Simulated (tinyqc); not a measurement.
RKS/B3LYP (VWN-RPA form) in the sto-3g basis, for B+, spin multiplicity 1, step by step. One step of it, computed by the program tinyqc.

Problem. Iteration 1: building the Kohn-Sham matrix. J_ij = sum D_kl (ij|kl), K_ij = sum D_kl (ik|jl); F = H + J - 0.1 K + V_xc; E = tr D H + tr D J / 2 - 0.05 tr D K + E_xc + E_nn.

D at the start, lower triangle:
```
,1B 1s,1B 2s,1B 2px,1B 2py,1B 2pz
1B 1s,2.156421
1B 2s,-0.580784,2.156421
1B 2px,0.000000,0.000000,0.000000
1B 2py,0.000000,0.000000,0.000000,0.000000
1B 2pz,0.000000,0.000000,0.000000,0.000000,0.000000
```

core Hamiltonian H = T + V (hartree), lower triangle:
```
,1B 1s,1B 2s,1B 2px,1B 2py,1B 2pz
1B 1s,-12.321086
1B 2s,-3.187330,-3.412465
1B 2px,0.000000,0.000000,-2.617559
1B 2py,0.000000,0.000000,0.000000,-2.617559
1B 2pz,0.000000,0.000000,0.000000,0.000000,-2.617559
```

Two-electron integrals (ij|kl) in chemists' order, unique and non-zero (hartree):
```
i,j,k,l,(ij|kl)
1,1,1,1,2.923513
2,1,1,1,0.518376
2,1,2,1,0.109262
2,2,1,1,0.744229
2,2,2,1,0.193177
2,2,2,2,0.544804
3,1,3,1,0.020264
3,2,3,1,0.029996
3,2,3,2,0.120346
3,3,1,1,0.742491
3,3,2,1,0.193240
3,3,2,2,0.544682
3,3,3,3,0.586773
4,1,4,1,0.020264
4,2,4,1,0.029996
4,2,4,2,0.120346
4,3,4,3,0.031630
4,4,1,1,0.742491
4,4,2,1,0.193240
4,4,2,2,0.544682
4,4,3,3,0.523513
4,4,4,4,0.586773
5,1,5,1,0.020264
5,2,5,1,0.029996
5,2,5,2,0.120346
5,3,5,3,0.031630
5,4,5,4,0.031630
5,5,1,1,0.742491
5,5,2,1,0.193240
5,5,2,2,0.544682
5,5,3,3,0.523513
5,5,4,4,0.523513
5,5,5,5,0.586773
```

nuclear repulsion = 0 hartree

V_xc (hartree), lower triangle:
```
,1B 1s,1B 2s,1B 2px,1B 2py,1B 2pz
1B 1s,-1.533596
1B 2s,-0.230985,-0.326274
1B 2px,0.000000,0.000000,-0.323599
1B 2py,0.000000,0.000000,0.000000,-0.323599
1B 2pz,0.000000,0.000000,0.000000,0.000000,-0.323599
```

E_xc = sum of w rho eps_xc = -2.93096125 hartree

Give: Coulomb J; exchange K; Kohn-Sham matrix F; total energy of this density.

Solution.

Coulomb J (hartree), lower triangle:
```
,1B 1s,1B 2s,1B 2px,1B 2py,1B 2pz
1B 1s,7.307
1B 2s,1.407,2.555
1B 2px,0.000,0.000,2.551
1B 2py,0.000,0.000,0.000,2.551
1B 2pz,0.000,0.000,0.000,0.000,2.551
```

exchange K (hartree), lower triangle:
```
,1B 1s,1B 2s,1B 2px,1B 2py,1B 2pz
1B 1s,5.938
1B 2s,1.039,1.186
1B 2px,0.000,0.000,0.268
1B 2py,0.000,0.000,0.000,0.268
1B 2pz,0.000,0.000,0.000,0.000,0.268
```

Kohn-Sham matrix F (hartree), lower triangle:
```
,1B 1s,1B 2s,1B 2px,1B 2py,1B 2pz
1B 1s,-7.141
1B 2s,-2.115,-1.302
1B 2px,0.000,0.000,-0.417
1B 2py,0.000,0.000,0.000,-0.417
1B 2pz,0.000,0.000,0.000,0.000,-0.417
```

total energy of this density = -24.04833 hartree
